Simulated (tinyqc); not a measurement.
From one set of inputs to another, one input at a time: electron mobility of a polar semiconductor by Rode's iterative solution of the Boltzmann equation. Computed by tinyqc, a small Python program. Command: `OMP_NUM_THREADS=1 python tinyqc.py 3009442 3009443 out.jsonl rode ladder`. One thread of a shared host (Intel(R) Xeon(R) Processor @ 2.30GHz), about 0.04 s of CPU time with the checks.

The distribution is f(E) + e F l(E) (-df/dE) cos(theta) for a weak field F, theta counted from the force; l(E) is a mean free path. Elastic processes enter by their momentum rate, polar optical phonons by out- and in-scattering terms. One valley only: where upper valleys lie close, measured mobilities are lower. The density n is prescribed, even where a narrow-gap material would have more intrinsic carriers.

The inputs printed are set A. Inputs not listed in the table keep their values of set A, so the rows need not describe a real material.

Inputs (values chosen for the exercise, modelled on CdS):
```
quantity                               value    unit
effective mass m                       0.198     m_0
static permittivity eps_s                8.7       -
high-frequency permittivity eps_inf      5.3       -
density rho                             4820  kg/m^3
sound velocity v_l                      4330     m/s
acoustic deformation potential D_A       8.4      eV
optical phonon energy hbar w            37.1     meV
piezoelectric coupling K                0.15       -
electron density n                   7.7e+16  1/cm^3
compensation ratio C                       0       -
temperature T                            300       K
grid points per phonon energy s            8       -
iteration cap                            200       -
```

Band: parabolic. Elastic processes: acoustic, piezoelectric, impurity.

Constants: k_B = 8.617333262e-05 eV/K; m_0 = 9.1093837015e-31 kg; e = 1.602176634e-19 C; hbar = 1.054571817e-34 J s; eps_0 = 8.8541878128e-12 F/m; k_B = 1.380649e-23 J/K; hbar = 6.582119569e-16 eV s.

Method:
- Parabolic band: E = hbar^2 k^2/(2 m), speed v = hbar k/m, states per spin, volume and energy g(E) = m k/(2 pi^2 hbar^2). Masses are multiplied by m_0 and all formulas are in SI units.
- The reduced Fermi level eta = E_F/(k_B T) solves n = 2 Z int g f dE with f = 1/(1 + exp(x - eta)) (Z = 1 unless valleys are given); screening length L_s = sqrt(eps_s eps_0 k_B T/(e^2 dn/deta)), dn/deta = 2 Z int g f (1 - f) dE.
- Integrals over x = E/(k_B T) use 160 Gauss-Legendre points in u = sqrt(x) from 0 to sqrt(max(eta, 0) + 32).
- N_I = n (1 + C)/(1 - C).
- Phonon occupation N_q = 1/(exp(hbar w/(k_B T)) - 1).
- Acoustic deformation potential (elastic, equipartition, absorption and emission together): 1/tau = 2 pi k_B T D_A^2 g(E)/(hbar rho v_l^2).
- Piezoelectric (elastic, unscreened, momentum relaxation): 1/tau = e^2 K^2 k_B T m (1 + 2 alpha E)/(2 pi eps_s eps_0 hbar^3 k), with alpha = 0 for a parabolic band.
- Singly charged impurities, momentum relaxation: 1/tau = N_I e^4 m (1 + 2 alpha E) Phi/(8 pi (eps_s eps_0)^2 hbar^3 k^3), with alpha = 0 for a parabolic band.
- Brooks-Herring: Phi = ln(1 + b) - b/(1 + b), b = 4 k^2 L_s^2.
- Polar optical, unscreened: W = e^2 w (1/eps_inf - 1/eps_s) m (1 + 2 alpha E') ln|(k + k')/(k - k')| / (4 pi eps_0 hbar^2 k), times N_q for absorption (E' = E + hbar w) and N_q + 1 for emission (E' = E - hbar w > 0), with alpha = 0 for a parabolic band; mean cosine of the angle <cos> = (k^2 + k'^2)/(2 k k') - 1/ln|(k + k')/(k - k')|.
- Energy grid E_j = (j + 1/2) hbar w/s, j = 0, 1, ..., up to (max(eta, 0) + 18) k_B T, so that E_j +/- hbar w are grid points; l = 0 beyond the grid; integrals are sums times the spacing.
- With f' = f(E'): out-scattering S_o = sum over absorption and emission of W (1 - f')/(1 - f); nu = sum of elastic rates; the in-scattering weights are c+ = W_abs <cos> (1 - f')/(1 - f) for E' = E + hbar w and c- likewise for emission.
- Iteration: l_new(E) = [v(E) + c+ l(E + hbar w) + c- l(E - hbar w)]/(nu + S_o), from l = 0.
- mu = e sum g v l f (1 - f) / (3 k_B T sum g f) over the grid; stop when mu changes by less than 1e-8 of itself.
- Self-energy RTA: l = v/(nu + S_o), the first iteration. Momentum RTA: l = v/(nu + S_o - c+ v(E + hbar w)/v - c- v(E - hbar w)/v), listed only where the denominator is positive on the whole grid. The polar-only value solves the same system with nu = 0; the elastic value takes l = v/nu.

Each row keeps all changes above it; columns: (1) input moved; (2) from; (3) to; (4) polar-phonon mobility (cm^2/(V s)); (5) elastic mobility (cm^2/(V s)); (6) self-energy RTA mobility (cm^2/(V s)):
```
(1)                                      (2)      (3)     (4)     (5)     (6)
set A                                      -        -  375.79  1601.5  171.82
static permittivity eps_s                8.7     16.9  213.96  2407.8  112.81
high-frequency permittivity eps_inf      5.3     8.99  532.24  2407.8  254.93
sound velocity v_l (m/s)                4330     4790  532.24  2723.5  257.94
electron density n (1/cm^3)          7.7e+16  2.9e+17  523.85  2160.8  238.12
temperature T (K)                        300      350  416.36  1961.4  186.76
piezoelectric coupling K                0.15    0.011  416.36  2382.5  191.94
optical phonon energy hbar w (meV)      37.1     34.9  395.93  2383.3  179.82
```

Where does the difference come from?

Polar-phonon mobility goes from 376 to 396, a factor 1.05 in all. The largest single move comes from high-frequency permittivity eps_inf (a factor 2.49), and static permittivity eps_s works against it (a factor 0.569). Elastic mobility goes from 1600 to 2380, a factor 1.49 in all. The largest single move comes from static permittivity eps_s (a factor 1.50), and electron density n works against it (a factor 0.793). Self-energy RTA mobility goes from 172 to 180, a factor 1.05 in all. The largest single move comes from high-frequency permittivity eps_inf (a factor 2.26), and static permittivity eps_s works against it (a factor 0.657). The single moves hold for this order of the switches; the total does not depend on the order.

Extremes, crossings and ranges named in words are read from the listed rows.
